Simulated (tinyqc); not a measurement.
Ways to converge the cycle: SCF convergence aids in the 6-31g basis, for Be+, spin multiplicity 2. Computed by the program tinyqc with PySCF. UHF with one setting changed at a time; a run stops when the energy changes by less than 1e-09 hartree and the error matrix is below 1e-5. The start is the Wolfsberg-Helmholz matrix. Damping d keeps d of the old density; a shift (hartree) raises the virtual levels; DIIS n extrapolates F over n matrices.

Geometry (angstrom):
```
atom,x,y,z
Be,0.0000,0.0000,0.0000
```

lowest solution found by these runs and by PySCF with stability checks = -14.275411 hartree

Largest element of the error matrix X^T (FDS - SDF) X:
```
iteration,plain,damping 0.3,damping 0.6,shift 0.4,DIIS 3,DIIS 8
1,4.1e-02,4.1e-02,4.1e-02,4.1e-02,4.1e-02,4.1e-02
2,4.8e-03,1.4e-02,2.5e-02,6.9e-03,4.8e-03,4.8e-03
3,9.6e-04,5.3e-03,1.6e-02,2.7e-03,7.3e-04,7.3e-04
4,3.1e-04,2.1e-03,1.0e-02,1.5e-03,1.1e-04,1.1e-04
5,9.9e-05,8.5e-04,6.3e-03,8.2e-04,4.1e-06,1.6e-07
6,3.2e-05,3.7e-04,4.1e-03,4.4e-04,5.7e-08,5.1e-09
8,3.2e-06,1.0e-04,1.8e-03,1.3e-04,-,-
10,-,2.8e-05,7.6e-04,3.9e-05,-,-
14,-,2.1e-06,1.5e-04,-,-,-
20,-,-,2.3e-05,-,-,-
```

How each run ends:
```
run,iterations,E (hartree),state
plain,8,-14.275411,lowest found
damping 0.3,14,-14.275411,lowest found
damping 0.6,28,-14.275411,lowest found
shift 0.4,13,-14.275411,lowest found
DIIS 3,6,-14.275411,lowest found
DIIS 8,6,-14.275411,lowest found
```

What does the comparison show, and why?

6 of 6 runs reach the lowest solution found, in 6 to 28 iterations (fastest: DIIS 3, DIIS 8). Plain steps already contract here, so damping only slows them. DIIS 3 and DIIS 8 gain by cancelling the error over several earlier matrices, much as a quasi-Newton step does.
